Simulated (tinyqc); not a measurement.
Hot carriers by balance equations with a heated Maxwellian. Changing the optical or intervalley deformation potential D_o. Computed by tinyqc, a small Python program. Command: `OMP_NUM_THREADS=1 python tinyqc.py 3007097 3007098 out.jsonl hot sweep`. One thread of a shared host (Intel(R) Xeon(R) Processor @ 2.30GHz), about 0.05 s of CPU time with the checks.

The carriers follow a Maxwellian at an electron temperature T_e, slightly displaced; the drift energy is neglected against k_B T_e. The balance averages the rate, not the time, so mu_0 lies below the relaxation-time value.

Inputs (values chosen for the exercise, modelled on electrons in diamond):

| quantity | value | unit |
|---|---|---|
| effective mass m | 0.492 | m_0 |
| density rho | 3515 | kg/m^3 |
| sound velocity v_l | 18100 | m/s |
| acoustic deformation potential D_A | 9.1 | eV |
| phonon energy hbar w | 135 | meV |
| final valleys Z_f | 5 | - |
| lattice temperature T | 150 | K |
| electric field F | 14 | kV/cm |
| mixing | 0.4 | - |
| iteration cap | 300 | - |

Band: parabolic. Solver: damped fixed point.

Constants: k_B = 8.617333262e-05 eV/K; k_B = 1.380649e-23 J/K; e = 1.602176634e-19 C; hbar = 1.054571817e-34 J s; m_0 = 9.1093837015e-31 kg; hbar = 6.582119569e-16 eV s.

Method:
- Parabolic band: E = hbar^2 k^2/(2 m), speed v = hbar k/m, states per spin, volume and energy g(E) = m k/(2 pi^2 hbar^2). Masses are multiplied by m_0 and all formulas are in SI units.
- Phonon occupation N_q = 1/(exp(hbar w/(k_B T)) - 1).
- Acoustic deformation potential (elastic, equipartition, absorption and emission together): 1/tau = 2 pi k_B T D_A^2 g(E)/(hbar rho v_l^2).
- Optical or intervalley deformation potential: 1/tau = (pi Z_f D_o^2/(rho w)) [N_q g(E + hbar w) + (N_q + 1) g(E - hbar w)], with g = 0 below the band edge.
- Averages over the Maxwellian, <y> = int y x^(1/2) exp(-x) dx / int x^(1/2) exp(-x) dx with x = E/(k_B T_e), split at x_0 = hbar w/(k_B T_e): 64 Gauss-Legendre points in sqrt(x) below it and 128 in sqrt(x - x_0) above it, up to x = 32. Momentum balance: mu(T_e) = e/(m nu), nu = <x (sum of rates)>/<x>. Power lost per carrier: P(T_e) = hbar w <emission rate - absorption rate> + <(2 m v_l^2/(k_B T)) (E - 2 k_B T) acoustic rate>.
- Energy relaxation time at weak heating: tau_E = (3/2) k_B / (dP/dT_e), the derivative by a central difference of +/- 0.5 K at T_e = T.
- Fixed point: T_out = T + (T_e - T) e mu(T_e) F^2/P(T_e), T_new = T_e + mixing (T_out - T_e).
- Start at T_e = 1.5 T; stop when T_e moves by less than 1e-6 K or exceeds 1e6 K.
- v = mu(T_e) F; warm-carrier coefficient (mu/mu_0 - 1)/F^2.

One run for each value:

| optical or intervalley deformation potential D_o (1e8 eV/cm) | drift velocity (1e7 cm/s) | electron temperature T_e (K) | energy relaxation time tau_E (ps) | low-field mobility mu_0 (cm^2/(V s)) |
|---|---|---|---|---|
| 2.2 | 1.6783 | 3866.9 | 23.707 | 12498 |
| 3.2 | 1.5332 | 2192.6 | 22.715 | 12488 |
| 4.7 | 1.4153 | 1230.6 | 20.805 | 12466 |
| 6.9 | 1.3044 | 791.1 | 17.616 | 12419 |
| 10.0 | 1.2096 | 575.4 | 13.398 | 12324 |
| 15.0 | 1.1221 | 440.4 | 8.528 | 12103 |

What does the table show?

Over the rows, drift velocity (1e7 cm/s) falls from 1.68 to 1.12 (exponent d ln y / d ln x -0.24 between the first rows and -0.19 between the last); electron temperature T_e (K) falls from 3870 to 440 (exponent d ln y / d ln x -1.5 between the first rows and -0.66 between the last); energy relaxation time tau_E (ps) falls from 23.7 to 8.53 (exponent d ln y / d ln x -0.11 between the first rows and -1.1 between the last).  Left out: 1.00, 1.50 (T_e far beyond the range of the model).

Caution (rows 2.20, 3.20): k_B T_e exceeds 0.12 eV, where non-parabolicity and a non-Maxwellian tail matter. Caution (rows 4.70, 6.90, 10.0, 15.0): the drift energy m v^2/2 is not small against the heating (3/2) k_B (T_e - T), so T_e - T is rough.
